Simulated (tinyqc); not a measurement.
Phonon transmission through an interface between two chains by Green functions. From long-wave transmission back to mass m_2. Computed by tinyqc, a small Python program. Command: `OMP_NUM_THREADS=1 python tinyqc.py 3007517 3007518 out.jsonl agf inv`. One thread of a shared host (Intel(R) Xeon(R) Processor @ 2.30GHz), about 0.01 s of CPU time with the checks.

Two semi-infinite chains (masses m_1, m_2; springs k_1, k_2), motion along the chain. The central region holds the end atom of each chain and one interlayer atom of mass m_b, joined by springs k_b. lambda = omega^2 in eV/(angstrom^2 u); nu = 15.6333042 THz x sqrt(lambda).

Inputs (values chosen for the exercise, for two model chains):
```
quantity                          value           unit
mass m_1                           34.3              u
spring k_1                         4.05  eV/angstrom^2
spring k_2                         4.13  eV/angstrom^2
probe frequency / lower band top   0.78              -
```

Atoms in the interlayer: one.

Constants: nu for 1 eV/(angstrom^2 u) = 15.6333042 THz.

Method. nu_max = 15.6333042 THz x 2 sqrt(k/m); impedance Z = sqrt(k m); long-wave transmission 4 Z_1 Z_2/(Z_1 + Z_2)^2; the probe frequency is the given share of the lower band top.

Question. A run gave the result below. Find the mass m_2, known to lie between 15 and 32 u.

long-wave transmission = 0.979776

Answer.

Each step takes the trial c = (a f_b - b f_a)/(f_b - f_a), f being the result less the target and a, b, c the logarithms of the listed values; c replaces end b, the old b replaces a if the sign of f changed, and otherwise f_a is halved.

Scan of the range:
```
mass m_2 (u)  long-wave transmission
15.0                        0.960325
17.0                        0.971454
19.3                        0.980960
21.9                        0.988580
24.9                        0.994369
28.2                        0.998061
32.0                        0.999845
```

False position (Illinois rule, in the logarithm of the input) inside the bracket:
```
step    end a    end b    trial  long-wave transmission
1     17.0000  19.3000  18.9973                0.979876
2     17.0000  18.9973  18.9478                0.979694
3     18.9973  18.9478  18.9700                0.979776
4     18.9478  18.9700  18.9700                0.979776
```

Long-wave transmission rises at every point of a 13-point scan of the range (every second point is shown), so one value fits; it is bracketed by 17.0 and 19.3. Answer: mass m_2 = 18.97 u.
